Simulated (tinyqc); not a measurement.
# Worked calculation: a clean chain and dephasing by Buettiker voltage probes

tinyqc, about 0.01 s, one thread, Intel Xeon 2.30GHz (shared host): `OMP_NUM_THREADS=1 python tinyqc.py 2700047 2700048 out.jsonl` Printed values are rounded.

Sites 1 to 3 form a chain with hopping -t. Lead L joins site 1 and lead R site 3, both semi-infinite chains with hopping -t and site energy 0. Every site carries a probe with self-energy -i Gamma_p/2 that draws no net current. Linear response at zero temperature: mu_L = 1, mu_R = 0 in units of the bias.

Inputs (values chosen for the exercise):
- t = 1.7 eV (hopping (matrix element -t))
- U = [0, 0, 0] eV (site energies 1 to N)
- E = 0.07 eV (Fermi energy)
- gp = 1.7 eV (probe broadening Gamma_p)

Constants: q = 1.602176634e-19 C, h = 6.62607015e-34 J s. Results are converted to the units shown.

## Green function

Sigma = t^2 g(E), g(x) = (x - i sqrt(4 t^2 - x^2))/(2 t^2) for |x| < 2 t and (x - sign(x) sqrt(x^2 - 4 t^2))/(2 t^2) otherwise; Gamma = -2 Im Sigma; G = (E - H - Sigma_L - Sigma_R + i Gamma_p/2)^(-1).

Sigma = 0.035000-1.699640i eV
Gamma = 3.399279 eV

G (1/eV):
```
                       1                     2                      3
1  -0.0003098-0.2496423i  0.2138311+0.0056043i  -0.0056928+0.1424960i
2   0.2138311+0.0056043i  0.0040029-0.3208167i   0.2138311+0.0056043i
3  -0.0056928+0.1424960i  0.2138311+0.0056043i  -0.0003098-0.2496423i
```

## Transmissions between terminals

With Gamma the broadening by one lead, T_RL = Gamma^2 |G_(3,1)|^2, T_pL = Gamma Gamma_p |G_(p,1)|^2, T_pR = Gamma Gamma_p |G_(p,3)|^2, T_pq = Gamma_p^2 |G_(p,q)|^2 for p != q.

T_RL = 0.2350022

```
probe       T_pL       T_pR
1      0.3601413  0.1175260
2      0.2644086  0.2644086
3      0.1175260  0.3601413
```

T_pq:
```
           1          2          3
1  0.0000000  0.1322323  0.0587755
2  0.1322323  0.0000000  0.1322323
3  0.0587755  0.1322323  0.0000000
```

## Probe potentials and effective transmission

No current into probe p: W mu = T_pL with W_pp = T_pL + T_pR + sum_q T_pq and W_pq = -T_pq. Then T_eff = T_RL + sum_p T_pR mu_p, and the resistance is (h/2q^2)/T_eff.

W:
```
            1           2           3
1   0.6686751  -0.1322323  -0.0587755
2  -0.1322323   0.7932819  -0.1322323
3  -0.0587755  -0.1322323   0.6686751
```

mu_p, probe 1 to 3: 0.6667572  0.5000000  0.3332428
T_eff = 0.5655823
resistance = 22.81967 kohm

Without probes the transmission is 1.000. With them, 41.6 % of the current crosses without entering a probe.

## Current at both leads

In units of (2 q^2/h) times the bias, T_RL + sum_p T_pL (1 - mu_p) leaves L and T_RL + sum_p T_pR mu_p enters R.

current leaving L = 0.5655823
current entering R = 0.5655823

The two are equal: the probes conserve the current.
